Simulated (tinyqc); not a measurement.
# From one set of inputs to another, one input at a time

Model: dopants and charged point defects at anneal temperature: Fermi-level effect, clustering and pairing. Computed by tinyqc, a small Python program. Command: `OMP_NUM_THREADS=1 python tinyqc.py 3020229 3020230 out.jsonl pairing ladder`. One thread of a shared host (Intel(R) Xeon(R) Processor @ 2.30GHz), about 0.06 s of CPU time with the checks.

Boltzmann statistics and full ionisation of active dopants. Energies are counted from the valence band; the defect (a vacancy or self-interstitial) has five charge states, with all degeneracy factors one.

The inputs printed are set A. Inputs not listed in the table keep their values of set A, so the rows need not describe a real material.

Inputs (values chosen for the exercise, with bands modelled on silicon):
```
quantity                                         value    unit
gap at 0 K E_g0                                   1.15      eV
Varshni alpha                                 0.000475    eV/K
Varshni beta                                       634       K
electron mass m_e                                0.318     m_0
valleys M_c                                          6       -
hole mass m_h                                    0.815     m_0
anneal temperature T                               840       K
total dopant density N                         3.1e+18   cm^-3
formation enthalpy of the neutral defect H_f       2.2      eV
formation entropy S_f                              4.2     k_B
site density N_s                               4.3e+22   cm^-3
intrinsic dopant diffusivity D_i               6.9e-17  cm^2/s
anneal time t                                        9       s
dopant atoms per cluster k                           3       -
cluster binding energy E_b                        1.48      eV
```

Dopant: acceptor. Second part: clustering of the dopant.

defect levels as fractions of E_g(T): (2+/+), (+/0), (0/-), (-/2-): 0.15  0.18  0.62  0.84

Constants: m_0 = 9.1093837015e-31 kg; k_B = 1.380649e-23 J/K; h = 6.62607015e-34 J s; k_B = 8.617333262e-05 eV/K.

Method:
- E_g = E_g0 - alpha T^2/(T + beta).
- N_c = 2 M_c (2 pi m_e k_B T/h^2)^(3/2) and N_v = 2 (2 pi m_h k_B T/h^2)^(3/2), masses in units of m_0.
- n_i = sqrt(N_c N_v) exp(-E_g/2 k_B T); E_i = E_g/2 + (k_B T/2) ln(N_v/N_c).
- p = A/2 + sqrt(A^2/4 + n_i^2) for an active density A.
- k ionised dopants and k carriers form one neutral cluster: C = N_s (A/N_s)^k (p/N_b)^k exp(E_b/k_B T), N_b the effective density of states of the majority band, and N = A + k C (60 bisections in ln A between ln N - 90 and ln N).
- chi = n/n_i (for acceptors n_i/p); E_F = E_i + k_B T ln chi; field enhancement h = 1 + A/sqrt(A^2 + 4 n_i^2).
- C_0 = N_s exp(S_f/k_B) exp(-H_f/k_B T). Ratios to the neutral state at E_F = E_i: r_+ = exp((E(+/0) - E_i)/k_B T), r_2+ = r_+ exp((E(2+/+) - E_i)/k_B T), r_- = exp((E_i - E(0/-))/k_B T), r_2- = r_- exp((E_i - E(-/2-))/k_B T); at other E_F state q scales as chi^(-q). The enhancement is sum r_q chi^(-q)/sum r_q. The charge on the defects is left out of neutrality.
- If every charge state of the defect carries the dopant equally well, D = D_i x enhancement x h x (active share A/N, a rough stand-in that overstates the dA/dN which immobile clusters call for), D_i being an input held fixed when T or H_f is moved; diffusion length 2 sqrt(D t).

Each row keeps all changes above it:
```
input moved                                           from       to  enhancement over intrinsic  D/D_i  all defects, doped (cm^-3)
set A                                                    -        -                       1.209  2.409                   2.633e+11
cluster binding energy E_b (eV)                       1.48     1.66                       1.207  2.390                   2.628e+11
anneal time t (s)                                        9     6000                       1.207  2.390                   2.628e+11
gap at 0 K E_g0 (eV)                                  1.15     1.36                       1.602  3.184                   3.295e+11
formation enthalpy of the neutral defect H_f (eV)      2.2     2.51                       1.602  3.184                   4.550e+09
total dopant density N (cm^-3)                     3.1e+18  3.3e+19                       4.648  2.820                   1.320e+10
intrinsic dopant diffusivity D_i (cm^2/s)          6.9e-17  4.3e-16                       4.648  2.820                   1.320e+10
```

Enhancement over intrinsic goes from 1.21 to 4.65, a factor 3.84 in all. The largest single move comes from total dopant density N (a factor 2.90). D/D_i goes from 2.41 to 2.82, a factor 1.17 in all. The largest single move comes from gap at 0 K E_g0 (a factor 1.33), and total dopant density N works against it (a factor 0.886). all defects, doped goes from 2.63e11 to 1.32e10, a factor 0.0501 in all. The largest single move comes from formation enthalpy of the neutral defect H_f (a factor 0.0138), and total dopant density N works against it (a factor 2.90). The single moves hold for this order of the switches; the total does not depend on the order.

Extremes, crossings and ranges named in words are read from the listed rows.
